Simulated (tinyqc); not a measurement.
# Worked calculation: off-state leakage of single and stacked transistors

Program tinyqc, `OMP_NUM_THREADS=1 python tinyqc.py 2242084 2242085 out.jsonl`; Intel Xeon 2.30GHz, shared host, one thread, about 0.03 s. Printed values are rounded.

n-channel devices of unit width. Subthreshold current I(Vg, Vs, Vd) = I0 (T/300 K)^0.5 exp[(Vg - Vs - VT(T) - gb (Vs - Vb) + dd (Vd - Vs))/(nf Vt)] (1 - exp(-(Vd - Vs)/Vt)), VT(T) = VT - cT (T - 300 K). Gate-edge tunnelling Ig (Vd/1 V) exp(ag (Vd - 1 V)), for a gate at 0 V, and band-to-band leakage Ab u exp(-Bb/u), u = Vd - Vb + 1 V, flow at a drain held at V; both are taken as independent of T. In a stack of off transistors (all gates at 0 V) the same subthreshold current passes through each.

Values chosen for this exercise; values of the order met in bulk silicon logic transistors:
```
symbol   value       unit                                             meaning
T          358          K                                         temperature
V          1.1          V                                      supply voltage
VT        0.33          V        threshold at 300 K, zero drain and body bias
cT         0.7       mV/K              fall of the threshold with temperature
I0        0.18      uA/um                       current at threshold at 300 K
nf        1.32                                                   slope factor
dd        0.07                                drain-induced lowering per volt
gb        0.23             rise of the threshold per volt of source-body bias
Ig      0.0003      uA/um                 gate-edge tunnelling current at 1 V
ag         4.2        1/V               exponential slope of the gate current
Ab           2  uA/(um V)      prefactor of band-to-band leakage at the drain
Bb          29          V                             its exponential voltage
Vb           0          V                                        body voltage
```

Constants: q = 1.602176634e-19 C, kB = 1.380649e-23 J/K, Vt = kB T/q. Results are converted to the units shown.

## Leakage of one transistor

Vg = Vs = 0, Vd = V; effective threshold VT(T) - gb Vb - dd V.

effective threshold = 0.2124 V
parts (nA/um): subthreshold 1.067679, gate edge 0.5022473, band-to-band 0.004225220
total = 1.574152 nA/um
shares (%): subthreshold 67.82568, gate edge 31.90590, band-to-band 0.2684125

The subthreshold part is the largest.

## Starting value

Vx = dd V/(1 + gb + 2 dd), the solution for Vx well above Vt, rounded to three decimals.

Vx at the start = 0.056 V

## Iteration 1: new Vx

Stack of two, Vx the node between them: I_low = I(0, 0, Vx), I_up = I(0, Vx, V), f = ln(I_up/I_low), f' = -(1 + gb + 2 dd)/(nf Vt) - 1/(Vt (exp(Vx/Vt) - 1)) - 1/(Vt (exp((V - Vx)/Vt) - 1)), Vx(new) = Vx - f/f'.

I_low = 0.1485536 nA/um
I_up = 0.1786653 nA/um
f = 0.1845683
f' = -39.94602 1/V
Vx after iteration 1 = 0.06062044 V

## Iteration 2: new Vx

As before.

I_low = 0.1537883 nA/um
I_up = 0.1541633 nA/um
f = 0.002435389
f' = -38.92634 1/V
Vx after iteration 2 = 0.06068301 V

## Iteration 3: new Vx

As before.

I_low = 0.1538556 nA/um
I_up = 0.1538557 nA/um
f = 3.894831e-7
f' = -38.91390 1/V
Vx after iteration 3 = 0.06068302 V

## Course of the iteration

Stop when the step is below 1e-11 V, or after 40 iterations.

Course of the iteration:
```
iteration,Vx before the step (V),step (V)
1,0.056,4.62e-3
2,0.06062044,6.26e-5
3,0.06068301,1.00e-8
4,0.06068302,< 1e-15
```

Converged in 4 iterations. The subthreshold current of the stack is 0.1539 nA/um, 6.94 times less than that of one transistor (the drain leakage is unchanged); the estimate exp[dd V (1 + gb + dd)/((1 + gb + 2 dd) nf Vt)] gives 6.01.
